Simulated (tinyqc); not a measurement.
What each parameter does: strain-driven crossing of the Gamma and L valleys in a germanium-like crystal alloyed with tin.

Biaxial loads: e0 is the in-plane strain e_par and the normal is free. (001): e_perp = -2 (C12/C11) e_par; exx = eyy = e_par, ezz = e_perp, no shear. (111): e_perp = -(2 C11 + 4 C12 - 4 C44)/(C11 + 2 C12 + 4 C44) e_par; exx = eyy = ezz = (2 e_par + e_perp)/3 and exy = eyz = ezx = (e_perp - e_par)/3. (110): e_perp = -(C11 + 3 C12 - 2 C44)/(C11 + C12 + 2 C44) e_par; exx = eyy = (e_par + e_perp)/2, ezz = e_par, exy = (e_perp - e_par)/2, eyz = ezx = 0. Uniaxial loads: a stress along n, scaled so that n.e.n = e0, with exx = s11 sxx + s12 (syy + szz), exy = s44 sxy/2, s11 = (C11 + C12)/((C11 - C12)(C11 + 2 C12)), s12 = -C12/((C11 - C12)(C11 + 2 C12)), s44 = 1/C44.

Edges from the unstrained valence top: Gamma at Eg + ac tr(e); an L valley with unit axis u at EgL + aL tr(e) + XuL (u.e.u - tr(e)/3), u along [111], [1-1-1], [-11-1], [-1-11]; valence edges are the levels of the 6 x 6 matrix of X, Y, Z times spin with -Dso/3 + l exx + m (eyy + ezz) on the diagonal (cyclic), n exy off it, l = av + 2 b, m = av - b, n = sqrt(3) d. Spin-orbit term (Dso/3) L.sigma on X, Y, Z with (L_k)_ij = -i epsilon_kij: <X+|H|Y+> = -i Dso/3, <X+|H|Z-> = Dso/3, <Y+|H|Z-> = -i Dso/3, <Z+|H|X-> = -Dso/3, <Z+|H|Y-> = i Dso/3, <X-|H|Y-> = i Dso/3, and their conjugates; + and - are the spin along z.

With tin the unstrained gaps become E(y) = (1 - y) E + y EgS - CS y (1 - y); all other values are kept.

Parameters, chosen for this exercise (near those of Ge, gaps at low temperature; shifted at random, so the results belong to these values and not to a real crystal): Eg = 0.909 eV (gap at Gamma to the s-like level); EgL = 0.743 eV (gap to L); Dso = 0.289 eV (spin-orbit splitting); ac = -8.23 eV (conduction deformation potential); av = 1.23 eV (valence hydrostatic potential); b = -2.56 eV (tetragonal shear potential); d = -5.22 eV (trigonal shear potential); aL = -1.54 eV (hydrostatic potential of the L edge, Xd + Xu/3); XuL = 15.49 eV (uniaxial potential, L); y = 0.021 (tin fraction); EgS = (-0.431, 0.068) eV (Gamma and L gaps of the tin end); CS = (2.26, 1.14) eV (bowing of the Gamma and L gaps); C11 = 127.4 GPa; C12 = 47.8 GPa; C44 = 67 GPa; load = uniaxial [111] (kind of strain); e0 = -0.0256 (size of the strain).

Direct gap, Gamma minus the lowest L edge and the valence splitting. Each row changes one parameter from the base and keeps the others.

Results:

| case | direct gap (eV) | Gamma - L (meV) | valence splitting (meV) |
|---|---|---|---|
| base | 0.8752 | 552.6 | 216.1 |
| y = 0.01785 | 0.8863 | 558.1 | 216.1 |
| e0 = -0.02176 | 0.8724 | 489.1 | 180.4 |
| C12 = 40.63 GPa | 0.8863 | 554.1 | 212.3 |
| b = -2.944 eV | 0.8752 | 552.6 | 216.1 |
| XuL = 13.1665 eV | 0.8752 | 506.9 | 216.1 |
| C44 = 56.95 GPa | 0.8497 | 549.4 | 224.7 |
| d = -6.003 eV | 0.8522 | 552.6 | 252.4 |

The largest shifts from the base row, up to three for each result and ties (the steps differ in size, so this ranks the rows, not the parameters). direct gap (eV): C44 -0.0255, d -0.0230, C12 +0.0111, y +0.0111; unchanged at the printed digits by b and XuL. Gamma - L (meV): e0 -63.5, XuL -45.7, y +5.5; unchanged at the printed digits by b and d. valence splitting (meV): d +36.3, e0 -35.7, C44 +8.6; unchanged at the printed digits by y, b and XuL.

Computed by tinyqc, a small Python program: `OMP_NUM_THREADS=1 python tinyqc.py 1050085 1050086 out.jsonl` (the numbers bound the seed that draws the inputs); one thread of a shared host (Intel(R) Xeon(R) Processor @ 2.30GHz), about 0.01 s for the whole set of steps.
